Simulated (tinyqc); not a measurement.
From results back to parameters: spherical quantum dot.

Problem. The transition energy below was computed from a hidden radius.

Brus estimate with the correlation term of Kayanuma, both carriers between hard walls (the gap is indirect in the bulk, which the estimate ignores): E = Eg + c (pi/R)^2 (1/mw + 1/mh) - 1.786 q/(eps R) - 0.248 Ry*, with q = e^2/(4 pi eps0), Ry* = Ry mu/eps^2, 1/mu = 1/mw + 1/mh, a* = a0 eps/mu, c = hbar^2/2m0. It assumes R below about a*.

Constants: hbar^2/2m0 = 3.80998211 eV angstrom^2; e^2/(4 pi eps0) = 14.39964547 eV angstrom; Ry = 13.60569312 eV; a0 (Bohr radius) = 0.5291772105 angstrom; hc = 1239.841984 eV nm.

Inputs chosen for the exercise (near those of a Si dot in SiO2, with the mean mass 3/(2/mt + 1/ml) for all six valleys; shifted at random, so the results belong to these values and not to a real crystal):
- Eg = 1.14 eV (bulk gap)
- mw = 0.256 m0 (mass inside)
- mh = 0.35 m0 (hole mass)
- eps = 11.5 (dielectric constant inside)

E = 2.274061 eV

Find: E - Eg + 0.248 Ry*; R.

Solution. With u = 1/R the formula is a quadratic A u^2 - B u - D = 0, A = c pi^2/mu, B = 1.786 q/eps, D = E - Eg + 0.248 Ry*; for D > 0 it has one positive root, R = 2A/(B + sqrt(B^2 + 4 A D)). Hard walls and parabolic bands overstate so large a shift, so a real dot of this energy is smaller.

E - Eg + 0.248 Ry* = 1.1378 eV
R = 14.0 angstrom

Computed by tinyqc, a small Python program: `OMP_NUM_THREADS=1 python tinyqc.py 1282666 1282667 out.jsonl` (the numbers bound the seed that draws the inputs); one thread of a shared host (Intel(R) Xeon(R) Processor @ 2.30GHz), about 0.08 s for the whole set of steps.
